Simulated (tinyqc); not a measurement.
Optical gain and spontaneous emission in a bulk direct-gap semiconductor: sweeps and comparisons. A value that a table varies takes the place of the one given here.

Parabolic bands, vertical transitions, no excitons. For each hole band j: mr = me mj/(me + mj); joint density of states J_j(E) = (mr/c)^(3/2) sqrt(E - Eg)/(2 pi^2), both spins, c = hbar^2/2m0; averaged matrix element |e.p|^2 = m0 Ep/6; alpha_j(E) = 4 pi^2 alpha_f c Ep J_j/(3 nr E) in 1/angstrom (alpha_f the fine-structure constant, listed as alpha among the constants), times 1e8 for 1/cm.

F_j(eta) = (1/Gamma(j + 1)) integral_0^infinity x^j dx/(1 + exp(x - eta)), which tends to exp(eta) for eta << 0.

Quasi-Fermi levels: n = Nc F_1/2(Fc/kT) and p = Nv F_1/2(Fv/kT), Fc counted up from the conduction edge and Fv down from the valence edge; Nc, Nv from N = 2 (m kB T/(4 pi c))^(3/2) with c = hbar^2/2m0, in 1/angstrom^3; times 1e24 for 1/cm^3, with me and (mhh^(3/2) + mlh^(3/2))^(2/3).

For band j the electron sits at Ee = (E - Eg) mr/me above its edge and the hole at Eh = (E - Eg) mr/mj; fe = 1/(1 + exp((Ee - Fc)/kT)), fh = 1/(1 + exp((Eh - Fv)/kT)); gain g = sum_j alpha_j (fe + fh - 1).

Spontaneous rate: R = integral of (nr E/(hbar c))^2/(pi^2 hbar) sum_j alpha_j fe fh dE, with alpha in 1/cm and (nr E/(hbar c))^2 in 1/cm^2 (1e16 per 1/angstrom^2); B = R/(n p); lifetime n/R.

Constants: hbar^2/2m0 = 3.80998211 eV angstrom^2; fine-structure constant alpha = 0.007297352564; kB = 8.617333262e-05 eV/K; hbar = 6.58211957e-16 eV s; hbar c = 1973.269805 eV angstrom.

Parameters, chosen for this exercise (near those of InGaAs; not measured data): Eg = 0.731 eV (direct gap); me = 0.0425 m0 (electron mass); mhh = 0.453 m0 (heavy-hole mass); mlh = 0.0521 m0 (light-hole mass); Ep = 23.4 eV (Kane energy); nr = 3.49 (refractive index); T = 250 K; n = 8.7e+17 1/cm^3 (injected density, n = p).

## Peak gain against injection

The peak is the largest g over E; a dash marks no gain.

Gain:

| n (1/cm^3) | Fc (eV) | Fv (eV) | peak gain (1/cm) | peak E - Eg (eV) | B (cm^3/s) |
|---|---|---|---|---|---|
| 2.8e+17 | 0.0236 | -0.0658 | - | - | 1.71e-10 |
| 4.5e+17 | 0.0411 | -0.0554 | - | - | 1.62e-10 |
| 6.5e+17 | 0.0574 | -0.0472 | 36 | 0.0035 | 1.52e-10 |
| 7.9e+17 | 0.0673 | -0.0429 | 130 | 0.0090 | 1.47e-10 |
| 1.0e+18 | 0.0808 | -0.0375 | 289 | 0.0168 | 1.39e-10 |
| 1.3e+18 | 0.0981 | -0.0315 | 514 | 0.0273 | 1.31e-10 |
| 1.7e+18 | 0.1189 | -0.0252 | 791 | 0.0398 | 1.21e-10 |
| 2.2e+18 | 0.1424 | -0.0190 | 1098 | 0.0532 | 1.12e-10 |

transparency density (Fc + Fv = 0) = 5.61e+17 1/cm^3

Gain starts at 5.61e+17 1/cm^3, where Fc = -Fv = 0.0505 eV: with Nv/Nc = 36 the electrons must be degenerate before the holes are. The slope of peak gain against n is 6.69e-16 cm^2 between the first two rows with gain and 6.14e-16 between the last two; the peak moves from 0.0035 to 0.0532 eV above the gap as the bands fill, and B falls by a factor 1.53. Line broadening and gap shrinkage are left out.

## Gain spectrum

At the density n.

Spectrum:

| E - Eg (eV) | alpha, empty (1/cm) | fe, heavy | fh, heavy | g (1/cm) |
|---|---|---|---|---|
| 0.005 | 1805 | 0.959 | 0.129 | 156 |
| 0.010 | 2535 | 0.950 | 0.127 | 187 |
| 0.020 | 3537 | 0.926 | 0.123 | 158 |
| 0.030 | 4275 | 0.891 | 0.118 | 35 |
| 0.045 | 5135 | 0.812 | 0.112 | -334 |
| 0.060 | 5817 | 0.695 | 0.106 | -962 |
| 0.080 | 6551 | 0.494 | 0.099 | -2194 |
| 0.100 | 7148 | 0.295 | 0.092 | -3641 |
| 0.130 | 7866 | 0.105 | 0.083 | -5552 |
| 0.170 | 8595 | 0.021 | 0.071 | -7291 |
| 0.220 | 9264 | 0.003 | 0.059 | -8588 |

Fc + Fv = 0.0320 eV

g is positive below E - Eg = 0.0320 eV; the largest value listed is 187 1/cm at 0.010 eV. At 0.220 eV above the gap g is -0.93 times the absorption of the empty crystal, whose limit is -1.

## Transparency density and B against temperature

Eg is held fixed; B is taken at n = 1e15 1/cm^3.

Results:

| T (K) | transparency density (1/cm^3) | Fc/kT there | B (cm^3/s) |
|---|---|---|---|
| 100 | 1.42e+17 | 2.345 | 7.36e-10 |
| 150 | 2.61e+17 | 2.345 | 4.04e-10 |
| 200 | 4.01e+17 | 2.345 | 2.65e-10 |
| 250 | 5.61e+17 | 2.345 | 1.91e-10 |
| 300 | 7.37e+17 | 2.345 | 1.47e-10 |
| 350 | 9.29e+17 | 2.345 | 1.17e-10 |
| 400 | 1.14e+18 | 2.345 | 9.69e-11 |
| 500 | 1.59e+18 | 2.345 | 7.05e-11 |

Fc/kT at transparency stays at 2.345, since it depends on Nv/Nc alone, so the density goes as T^1.50. B goes as T^-1.46, against T^-1.5 for non-degenerate carriers: hot carriers spread over k and fewer pairs share a wave vector.

## What moves transparency and gain

Transparency is Fc + Fv = 0; the peak is the largest g over E at the density n (0 if none). Each row changes one parameter from the base and keeps the others.

Results:

| case | transparency density (1/cm^3) | Fc + Fv (eV) | peak gain (1/cm) |
|---|---|---|---|
| base | 5.61e+17 | 0.0320 | 190 |
| me = 0.0489 m0 | 6.45e+17 | 0.0207 | 137 |
| mhh = 0.272 m0 | 4.37e+17 | 0.0487 | 482 |
| Ep = 25.7 eV | 5.61e+17 | 0.0320 | 208 |
| T = 290 K | 7.01e+17 | 0.0175 | 70 |
| n = 1.13e+18 1/cm^3 | 5.61e+17 | 0.0538 | 388 |
| nr = 3.66 | 5.61e+17 | 0.0320 | 181 |

The largest shifts from the base row, up to three for each result and ties (the steps differ in size, so this ranks the rows, not the parameters). transparency density (1/cm^3): T +1.40e+17, mhh -1.24e+17, me +8.42e+16; unchanged at the printed digits by Ep, n and nr. Fc + Fv (eV): n +0.0219, mhh +0.0167, T -0.0144; unchanged at the printed digits by Ep and nr. peak gain (1/cm): mhh +293, n +198, T -120.

Program tinyqc; command `OMP_NUM_THREADS=1 python tinyqc.py 1681832 1681833 out.jsonl`; about 0.08 s on one thread of a shared Intel(R) Xeon(R) Processor @ 2.30GHz.
